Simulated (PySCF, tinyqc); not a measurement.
Worked calculation: CCD on RHF in the sto-3g basis, for BeH+, spin multiplicity 1. The lowest restricted solution is unstable here: a spin-polarised one lies 0.0032 hartree lower (PySCF). One step of it, computed by the program tinyqc.

Task: CCD: starting amplitudes. t_ij^ab = <ij||ab> / (e_i + e_j - e_a - e_b), whose energy is MP2.

orbital energies (hartree): MO1 -4.995199, MO2 -0.657507, MO3 -0.253480, MO4 -0.126095, MO5 -0.126095, MO6 0.125076

Two-electron integrals over orbitals (pq|rs), unique and non-zero (hartree):
```
p,q,r,s,(pq|rs)
1,1,1,1,2.275687
2,1,1,1,-0.170829
2,1,2,1,0.021410
2,2,1,1,0.453996
2,2,2,1,-0.000729
2,2,2,2,0.464166
3,1,1,1,-0.172135
3,1,2,1,0.017563
3,1,2,2,-0.014294
3,1,3,1,0.026345
3,2,1,1,0.072309
3,2,2,1,-0.005643
3,2,2,2,-0.066370
3,2,3,1,0.001920
3,2,3,2,0.059096
3,3,1,1,0.527947
3,3,2,1,-0.011068
3,3,2,2,0.325487
3,3,3,1,0.002661
3,3,3,2,0.033194
3,3,3,3,0.431953
4,1,4,1,0.015586
4,2,4,1,0.014052
4,2,4,2,0.045235
4,3,4,1,0.013793
4,3,4,2,0.034195
4,3,4,3,0.048848
4,4,1,1,0.569239
4,4,2,1,-0.006033
4,4,2,2,0.350141
4,4,3,1,-0.006065
4,4,3,2,0.037657
4,4,3,3,0.384919
4,4,4,4,0.449859
5,1,5,1,0.015586
5,2,5,1,0.014052
5,2,5,2,0.045235
5,3,5,1,0.013793
5,3,5,2,0.034195
5,3,5,3,0.048848
5,4,5,4,0.024249
5,5,1,1,0.569239
5,5,2,1,-0.006033
5,5,2,2,0.350141
5,5,3,1,-0.006065
5,5,3,2,0.037657
5,5,3,3,0.384919
5,5,4,4,0.401360
5,5,5,5,0.449859
6,1,1,1,0.085775
6,1,2,1,-0.014037
6,1,2,2,-0.009118
6,1,3,1,-0.002508
6,1,3,2,0.007867
6,1,3,3,0.015216
6,1,4,4,0.002180
6,1,5,5,0.002180
6,1,6,1,0.016039
6,2,1,1,-0.134393
6,2,2,1,0.001429
6,2,2,2,0.024115
6,2,3,1,0.008362
6,2,3,2,-0.054741
6,2,3,3,-0.012406
6,2,4,4,-0.068378
6,2,5,5,-0.068378
6,2,6,1,0.004590
6,2,6,2,0.118756
6,3,1,1,0.073087
6,3,2,1,-0.003264
6,3,2,2,-0.056803
6,3,3,1,0.005061
6,3,3,2,0.054725
6,3,3,3,0.052495
6,3,4,4,0.034300
6,3,5,5,0.034300
6,3,6,1,0.007521
6,3,6,2,-0.059663
6,3,6,3,0.071359
6,4,4,1,-0.007375
6,4,4,2,-0.026070
6,4,4,3,-0.008564
6,4,6,4,0.022694
6,5,5,1,-0.007375
6,5,5,2,-0.026070
6,5,5,3,-0.008564
6,5,6,5,0.022694
6,6,1,1,0.484341
6,6,2,1,-0.001712
6,6,2,2,0.470205
6,6,3,1,-0.013046
6,6,3,2,-0.070321
6,6,3,3,0.353004
6,6,4,4,0.353168
6,6,5,5,0.353168
6,6,6,1,-0.007318
6,6,6,2,0.051910
6,6,6,3,-0.060614
6,6,6,6,0.508288
```

Give: Starting amplitudes; correlation energy.

Result:

Starting amplitudes (spin orbitals 1a, 1b, ...; amplitudes related by a flip of all spins are not repeated):
```
from,to,t
2a 2b,6a 6b,-0.0759
2a 2b,3a 3b,-0.0731
2a 2b,3a 6b,0.0461
2a 2b,4a 4b,-0.0426
2a 2b,5a 5b,-0.0426
1a 1b,3a 3b,-0.0028
1a 2b,4a 4b,-0.0026
1a 2b,5a 5b,-0.0026
1a 1b,4a 4b,-0.0016
1a 1b,5a 5b,-0.0016
1a 1b,6a 6b,-0.0016
1a 2b,3a 6b,-0.0015
1a 2b,3b 6a,0.0014
1a 2b,6a 6b,-0.0008
1a 2b,3a 3b,-3.73e-04
1a 1b,3a 6b,2.54e-04
1a 2a,3a 6a,-8.96e-05
```

correlation energy = -0.022586 hartree
